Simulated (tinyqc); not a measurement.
Insulator thickness and V0 from two charges.

Inverse problem. In an undoped wire Vg - V0 = Q/Cox + Vt ln(Q/Q0) + Vt ln(1 + Q/Q0) at the source, with Q0 = 4 eps0 eps_r Vt/R and Cox = eps0 eox/(R ln(1 + tox/R)). Find Cox, tox and V0.

Parameters, values chosen for the exercise; material values close to those of gallium arsenide:
```
symbol,value,unit,meaning
T,250,K,temperature
eps_r,13,,relative permittivity of the semiconductor
eox,3.76,,relative permittivity of the gate insulator
R,3,nm,wire radius
```

Constants: q = 1.602176634e-19 C, kB = 1.380649e-23 J/K, Vt = kB T/q, eps0 = 8.8541878128e-14 F/cm where lengths are in cm. Results are converted to the units shown.

Qs at Vg = 1.28 and 1.68 V (nC/cm^2): [397.05200, 927.96442]

Solution. The two equations are linear in 1/Cox and V0; tox follows by inverting the logarithm.

Cox = 1.44 uF/cm^2
tox = 3.50 nm
V0 = 0.982 V

Numbers from tinyqc (`OMP_NUM_THREADS=1 python tinyqc.py 2460081 2460082 out.jsonl`; about 0.02 s on one thread of a shared Intel Xeon 2.30GHz).
